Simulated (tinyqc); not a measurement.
Elastic strain and critical thickness of a cubic alloy layer A(1-x)B(x) on a thick substrate: one step, computed by the program tinyqc. Command: `OMP_NUM_THREADS=1 python tinyqc.py 3025980 3025981 out.jsonl misfit walk`. One thread of a shared host (Intel(R) Xeon(R) Processor @ 2.30GHz), about 0.01 s of CPU time with the checks.

Strain is positive in tension. The layer is coherent with the substrate unless said otherwise.

Task: Isotropic constants and the prefactor A. Voigt averages: G = (C11 - C12 + 3 C44)/5, B = (C11 + 2 C12)/3, nu = (3 B - 2 G)/(2 (3 B + G)); b = a/sqrt(2). Edge dislocation with b in the interface: cos alpha = 0, cos lambda = 1. Matthews-Blakeslee: h_c = A [ln(h_c/b) + 1], A = b (1 - nu cos^2 alpha)/(4 pi |f| (1 + nu) cos lambda), the factor 4 pi being that of a buried layer, with a dislocation at both interfaces.

Growth plane: (001). Layer: buried under a thick cap. Misfit dislocation: edge.

elastic constants (GPa): C11 119.3582, C12 52.0800, C44 50.6546

free lattice constant a = 5.73805 angstrom

misfit f = -0.01360218

Give: shear modulus G; Poisson ratio nu; Burgers vector b; prefactor A.

Result:

shear modulus G = 43.8484 GPa

Poisson ratio nu = 0.25400

Burgers vector b = 0.40574 nm

prefactor A = 1.8929 nm
